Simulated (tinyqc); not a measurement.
Which input was changed? Model: hydrogen passivation and dissociation of interface defects with a spread of activation energies. Computed by tinyqc, a small Python program. Command: `OMP_NUM_THREADS=1 python tinyqc.py 3018458 3018459 out.jsonl passivation which`. One thread of a shared host (Intel(R) Xeon(R) Processor @ 2.30GHz), about 0.08 s of CPU time with the checks.

Active defects P react as P + H2 -> HP + H and HP -> P + H; released atomic hydrogen is removed. All defects start active. Activation energies are normally distributed, independently for the two reactions.

Inputs (values chosen for the exercise, for a model interface): mean passivation energy E_f = 1.41 eV; prefactor k_f0 = 3.3e-08 cm^3/s; mean dissociation energy E_d = 2.65 eV; prefactor k_d0 = 6e+12 1/s; dissolved hydrogen [H2] = 1.2e+16 cm^-3; anneal temperature T = 1040 K; anneal time t = 1600 s.

Ambient: hydrogen.

Constants: k_B = 8.617333262e-05 eV/K.

Method. a = k_f0 [H2] exp(-E_f/k_B T), b = k_d0 exp(-E_d/k_B T); the active share of one kind of site is b/(a + b) + (a/(a + b)) exp(-(a + b) t).

Question. One of these inputs alone was changed, within the range given: mean dissociation energy E_d (1.325 to 5.3); dissolved hydrogen [H2] (6e+15 to 2.4e+16); anneal temperature T (520 to 1250); prefactor k_d0 (3e+12 to 1.2e+13). Which one, and to what value?

Results:
```
run     dissociation rate b (1/s)  active share, single energy  passivation rate a (1/s)
before                    0.86379                    0.0146248                  58.19946
after                    47.96753                    0.4518121                  58.19946
```

Answer.

Each candidate set to reproduce dissociation rate b, and what it then gives:
```
candidate                            range searched  value needed  active share, single energy  passivation rate a (1/s)
mean dissociation energy E_d (eV)      1.325 to 5.3         2.290                      0.45181                     58.20
dissolved hydrogen [H2] (cm^-3)    6e+15 to 2.4e+16     no effect                            -                         -
anneal temperature T (K)                520 to 1250          1203                      0.08861                    493.34
prefactor k_d0 (1/s)               3e+12 to 1.2e+13  out of reach                            -                         -
```

Only mean dissociation energy E_d fits every result: it went from 2.65 to 2.29 eV. The next best candidate, anneal temperature T, misses one result by a factor of 8.5.
